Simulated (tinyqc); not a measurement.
Precursor delivery by bubblers, mass-transport growth and the solid composition of a III-V alloy: one step, computed by the program tinyqc.

1 sccm = 44.615 micromol/min; 1 torr = 133.322 Pa. The sources decompose fully at the surface.

Task: Partial pressures in the reactor. p_i = p n_i/(44615 F_t), F_t in slm; p_V = p F_V/(1000 F_t), counted per molecule supplied; V/III = 44.615 F_V/(n1 + n2); vapour fraction of source 2 = n2/(n1 + n2).

Inputs (values chosen for the exercise, modelled on triethylgallium (source 1) and trimethylindium (source 2) for the vapour pressures):
```
quantity,value,unit
bath temperature T1,298,K
bath temperature T2,304,K
total flow F_t,5.1,slm
group-V flow F_V,23,sccm
reactor pressure p,200,torr
```

molar flow 1 = 19.53968 micromol/min

molar flow 2 = 80.36588 micromol/min

Give: p_1; p_2; p_V; V/III ratio; vapour fraction of source 2.

Result:

p_1 = 0.017175 torr

p_2 = 0.070640 torr

p_V = 0.90196 torr

V/III ratio = 10.271

vapour fraction of source 2 = 0.80442

Caution: so low a V/III ratio is near the limit of smooth growth.
